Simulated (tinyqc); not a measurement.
Length of a polyene: Hueckel, PPP and singles CI along the polyenes. Computed by the program tinyqc. 

All-trans chains of carbon centres 1.40 angstrom apart:
```
parameter                               value
beta (eV), times 1 +/- alternation  -2.660000
alternation                          0.100000
W (eV)                              11.160000
gamma_rr (eV)                       10.520000
repulsion formula                          MN
```

Hueckel uses the same beta without repulsion; CIS keeps all single excitations and so misses the low, doubly excited 2Ag state. W is the valence ionisation energy of a centre, MN the Mataga-Nishimoto formula, f the oscillator strength.

Gaps and excitations (eV):
```
centres  Hueckel gap  PPP orbital gap  bright singlet (CIS)       f  lowest triplet (CIS)
2             5.8520          11.0528                8.5116  0.7298                3.1924
4             3.9287           8.6107                6.0911  1.1318                2.2258
6             3.0495           7.4061                4.9791  1.5651                1.7877
8             2.5534           6.6979                4.3361  1.9692                1.5518
10            2.2374           6.2380                3.9214  2.3487                1.4100
```

The Hueckel gap tends to 4 x alternation x |beta| = 1.06 eV for long chains. Exchange opens the PPP orbital gap, and the attraction of electron and hole brings the bright state 2.32 eV below it at 10 centres; the triplet lies 2.51 eV lower still.
